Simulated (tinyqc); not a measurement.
Leakage currents through a thin dielectric. From one set of inputs to another, one input at a time. Computed by tinyqc, a small Python program. Command: `OMP_NUM_THREADS=1 python tinyqc.py 3009291 3009292 out.jsonl leak ladder`. One thread of a shared host (Intel(R) Xeon(R) Processor @ 2.30GHz), about 0.06 s of CPU time with the checks.

Electrons leave an electrode with Fermi energy E_F above its band bottom; barriers are counted from the Fermi level, and both electrodes are alike. They cross the interlayer first.

The inputs printed are set A. Set A is modelled on a low-k dielectric; the values taken over come from a set modelled on HfO2. Inputs not listed in the table keep their values of set A, so the rows need not describe a real material.

Inputs (values chosen for the exercise, modelled on a low-k dielectric):

| quantity | value | unit |
|---|---|---|
| barrier height phi_B | 2.61 | eV |
| tunnelling mass m | 0.48 | m_0 |
| static permittivity k | 2.71 | - |
| optical permittivity k_o | 2 | - |
| trap depth phi_t | 1.2 | eV |
| Poole-Frenkel prefactor sigma_0 | 4.3e-05 | S/cm |
| thickness t | 4.5 | nm |
| voltage V | 0.81 | V |
| temperature T | 300 | K |
| interlayer thickness t_i | 0.9 | nm |
| interlayer barrier phi_i | 3.19 | eV |
| interlayer mass m_i | 0.41 | m_0 |
| interlayer permittivity k_i | 4 | - |

Stack: dielectric on an interlayer.

Constants: m_0 = 9.1093837015e-31 kg; e = 1.602176634e-19 C; hbar = 1.054571817e-34 J s; eps_0 = 8.8541878128e-12 F/m; k_B = 8.617333262e-05 eV/K; k_B = 1.380649e-23 J/K; h = 6.62607015e-34 J s.

Method:
- Fields: F_i = V/(t_i + t k_i/k), F = F_i k_i/k; equivalent oxide thickness 3.9 (t/k + t_i/k_i).
- WKB: a layer of mass m, field F and barrier b(x) = b_0 - e F x gives the exponent (4 sqrt(2 m)/(3 hbar e F)) [b_0^(3/2) - max(b_0 - e F t, 0)^(3/2)] for b_0 > 0; b_0 = barrier - (E - E_F), less e F_i t_i for the second layer; the transmission is D(E) = exp(-sum of exponents), without image force.
- Schottky emission J = A T^2 exp(-(phi_B - sqrt(e^3 F/(4 pi k_o eps_0)))/k_B T), A = 4 pi e m k_B^2/h^3 with the tunnelling mass; Poole-Frenkel J = sigma_0 F exp(-(phi_t - sqrt(e^3 F/(pi k_o eps_0)))/k_B T); both use the field F of the dielectric and ignore the interlayer.

Each row keeps all changes above it:

| input moved | from | to | Poole-Frenkel current density (A/cm^2) | transmission D(E_F) | Schottky current density (A/cm^2) |
|---|---|---|---|---|---|
| set A | - | - | 1.060e-07 | 1.270e-25 | 3.504e-32 |
| voltage V (V) | 0.81 | 1.2 | 4.579e-05 | 1.647e-24 | 5.985e-31 |
| optical permittivity k_o | 2 | 3.8 | 7.380e-09 | 1.647e-24 | 7.598e-33 |
| tunnelling mass m (m_0) | 0.48 | 0.19 | 7.380e-09 | 2.277e-17 | 3.007e-33 |
| thickness t (nm) | 4.5 | 5.6 | 7.119e-10 | 2.184e-20 | 1.030e-33 |
| trap depth phi_t (eV) | 1.2 | 1 | 1.630e-06 | 2.184e-20 | 1.030e-33 |
| interlayer thickness t_i (nm) | 0.9 | 1 | 1.440e-06 | 7.272e-21 | 9.730e-34 |
| barrier height phi_B (eV) | 2.61 | 1.62 | 1.440e-06 | 3.124e-16 | 4.163e-17 |

Which inputs carry the difference?

Poole-Frenkel current density goes from 1.06e-7 to 1.44e-6, a factor 13.6 in all. The largest single move comes from optical permittivity k_o (a factor 1.61e-4), but it runs against the net change; the largest move in the direction of the net change is trap depth phi_t (a factor 2290). Transmission D(E_F) goes from 1.27e-25 to 3.12e-16, a factor 2.46e9 in all. The largest single move comes from tunnelling mass m (a factor 1.38e7), and thickness t works against it (a factor 9.59e-4). Schottky current density goes from 3.50e-32 to 4.16e-17, a factor 1.19e15 in all. The largest single move comes from barrier height phi_B (a factor 4.28e16), and optical permittivity k_o works against it (a factor 0.0127). The single moves hold for this order of the switches; the total does not depend on the order.

Extremes, crossings and ranges named in words are read from the listed rows.
